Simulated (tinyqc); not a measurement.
From one set of inputs to another, one input at a time: speciation in dilute and buffered hydrofluoric acid, oxide etch rate and bath loading. Computed by tinyqc, a small Python program. Command: `OMP_NUM_THREADS=1 python tinyqc.py 3121362 3121363 out.jsonl hfetch ladder`. One thread of a shared host (Intel(R) Xeon(R) Processor @ 2.30GHz), about 0.01 s of CPU time with the checks.

Concentrations stand for activities, NH4+ and Cl- are spectators, and water ionisation is neglected. H, F and HF2 denote the ions H+, F- and HF2-. The base temperature is 298 K.

The inputs printed are set A. Inputs not listed in the table keep their values of set A, so the rows need not describe a real material.

Inputs (values chosen for the exercise, of the order of those for thermal oxide at room temperature): HF added = 0.31 mol/L; NH4F added = 0.82 mol/L; HCl added = 0 mol/L; K1 = [H][F]/[HF] = 0.000752 mol/L; K2 = [HF2]/([HF][F]) = 3.83 L/mol; K3 = [H2F2]/[HF]^2 = 2.96 L/mol; rate constant of neutral HF k_a = 18 nm L/(min mol); rate constant of HF2 k_b = 52 nm L/(min mol); activation energy = 0.31 eV; temperature error = 0.41 K; oxide removed per wafer = 13 nm.

Constants: k_B = 8.617333262e-05 eV/K.

Method:
- Fluoride balance: [HF] + [F] + 2 [HF2] + 2 [H2F2] = HF added + NH4F added. Acid balance: [H] + [HF] + [HF2] + 2 [H2F2] = HF added + HCl added. For a trial [H], [HF] = [H][F]/K1, and the fluoride balance is a quadratic in [F].
- The root is refined to 1e-13 in pH = -log10 [H].
- Rate = k_a ([HF] + 2 [H2F2]) + k_b [HF2], an empirical two-term form.
- Time = oxide/rate; a temperature error changes the rate by exp((E_a/k_B)(1/298 - 1/(298 + error))) - 1.

Each row keeps all changes above it:
```
input moved                                    from        to      pH  [HF2] (mol/L)  share of HF2 in the rate (%)
set A                                             -         -  4.0191        0.19218                        82.506
K2 = [HF2]/([HF][F]) (L/mol)                   3.83      4.14  4.0318        0.19802                        83.641
HF added (mol/L)                               0.31      0.22  4.2204        0.14916                        85.892
K1 = [H][F]/[HF] (mol/L)                   0.000752  0.000753  4.2199        0.14916                        85.892
NH4F added (mol/L)                             0.82         0  1.9351        0.00385                         5.154
rate constant of HF2 k_b (nm L/(min mol))        52        61  1.9351        0.00385                         5.993
K3 = [H2F2]/[HF]^2 (L/mol)                     2.96         0  1.7860        0.00734                        11.245
```

pH goes from 4.02 to 1.79, a factor 0.444 in all. The largest single move comes from NH4F added (a factor 0.459). [HF2] goes from 0.192 to 0.00734, a factor 0.0382 in all. The largest single move comes from NH4F added (a factor 0.0258), and K3 = [H2F2]/[HF]^2 works against it (a factor 1.91). Share of HF2 in the rate goes from 82.5 to 11.2, a factor 0.136 in all. The largest single move comes from NH4F added (a factor 0.0600), and K3 = [H2F2]/[HF]^2 works against it (a factor 1.88). The single moves hold for this order of the switches; the total does not depend on the order.

Caution (rows set A, K2 = [HF2]/([HF][F]), HF added, K1 = [H][F]/[HF]): at ionic strengths above about 0.5 mol/L activities differ much from concentrations, so pH and rates are only indicative.

Extremes, crossings and ranges named in words are read from the listed rows.
